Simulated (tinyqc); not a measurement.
Tension along [110]: repopulation and mass change: two-band k.p model of the Delta valleys near the X point under shear strain.

Valley pair on the [001] axis, kz counted from the X point, c = hbar^2/2m0, k0 = kx0 2 pi/a. H = (c kz^2/ml + c (kx^2 + ky^2)/mt + c k0^2/ml) 1 + (2 c k0 kz/ml) sigma_z + (D exy - 2 c kx ky/Mp) sigma_x, so E = c kz^2/ml + c (kx^2 + ky^2)/mt + c k0^2/ml -/+ sqrt((2 c k0 kz/ml)^2 + (D exy - 2 c kx ky/Mp)^2). Without strain the lower band has its minima, E = 0, at kz = +/- k0. Shifts from diagonal strain are left out.

For |eta| < 1: k_min = k0 sqrt(1 - eta^2), E_min = -Delta eta^2/2, ml(eta) = ml/(1 - eta^2), 1/m[110] = 1/mt + eta/Mp, 1/m[1-10] = 1/mt - eta/Mp. For |eta| > 1 the minimum sits at X: E_min = -Delta (2 |eta| - 1)/2, ml(eta) = ml/(1 - 1/|eta|), and eta is replaced by its sign in the transverse masses. Here Delta = 2 c k0^2/ml and eta = D exy/Delta.

s11 = (C11 + C12)/((C11 - C12)(C11 + 2 C12)), s12 = -C12/((C11 - C12)(C11 + 2 C12)), s44 = 1/C44; exx = s11 sxx + s12 (syy + szz) and cyclic, exy = s44 sxy/2; tension is positive. A uniaxial stress X along the unit vector n is s_ij = X n_i n_j.

Constants: hbar^2/2m0 = 3.80998211 eV angstrom^2; kB = 8.617333262e-05 eV/K.

Values chosen for the exercise (near those of Si; the results hold for these values, not for the real material):

| symbol | value | unit | meaning |
|---|---|---|---|
| a | 5.44 | angstrom | lattice constant |
| ml | 0.894 | m0 | longitudinal mass |
| mt | 0.194 | m0 | transverse mass |
| kx0 | 0.148 | 2 pi/a | distance of the minimum from X |
| D | 15.2 | eV | shear deformation potential |
| Mp | 0.237 | m0 | coupling mass |
| C11 | 168.8 | GPa |  |
| C12 | 63.1 | GPa |  |
| C44 | 81 | GPa |  |
| Xu | 8.74 | eV | uniaxial potential |
| T | 300 | K | temperature |

The z valleys move against the x and y valleys by Xu (ezz - exx) and, through the shear, by E_min. Share of the z valleys n = w/(w + 2 exp(dE/kT)), dE the total relative shift, w = sqrt(ml(eta) m[110] m[1-10]/(ml mt^2)). Along [110]: 1/m_c = n/m[110] + (1 - n)(1/ml + 1/mt)/2. Fixed masses means E_min = 0, w = 1, m[110] = mt. Gains are against 3/(1/ml + 2/mt) at a fixed scattering time.

Results:

| X (GPa) | Xu (ezz - exx) (meV) | E_min (meV) | m[110] | m_c fixed masses | m_c with shear | gain fixed (%) | gain with shear (%) |
|---|---|---|---|---|---|---|---|
| 0.00 | 0.0 | 0.0 | 0.1940 | 0.2625 | 0.2625 | 0.0 | 0.0 |
| 0.25 | -10.3 | -0.3 | 0.1868 | 0.2501 | 0.2445 | 5.0 | 7.4 |
| 0.50 | -20.7 | -1.1 | 0.1801 | 0.2381 | 0.2253 | 10.2 | 16.5 |
| 1.50 | -62.0 | -9.9 | 0.1576 | 0.2064 | 0.1663 | 27.2 | 57.9 |
| 2.00 | -82.7 | -17.7 | 0.1483 | 0.1999 | 0.1511 | 31.3 | 73.7 |
| 3.00 | -124.0 | -39.8 | 0.1326 | 0.1952 | 0.1328 | 34.5 | 97.6 |

Give the missing row, X (GPa) = 1.00.

Computed row:
```
X (GPa)  Xu (ezz - exx) (meV)  E_min (meV)  m[110]  m_c fixed masses  m_c with shear  gain fixed (%)  gain with shear (%)
1.00                    -41.3         -4.4  0.1681            0.2186          0.1905            20.1                 37.8
```

At 1 GPa repopulation alone gives 20.1 % and the shear terms raise it to 37.8 %. From 2 to 3 GPa the fixed-mass gain grows by 3.1 points, towards its ceiling of 35.3 % when all electrons sit in the z valleys, whereas the gain with shear grows by 23.9 points because m[110] keeps falling.

Computed by tinyqc, a small Python program: `OMP_NUM_THREADS=1 python tinyqc.py 1051032 1051033 out.jsonl` (the numbers bound the seed that draws the inputs); one thread of a shared host (Intel(R) Xeon(R) Processor @ 2.30GHz), about 0.01 s for the whole set of steps.
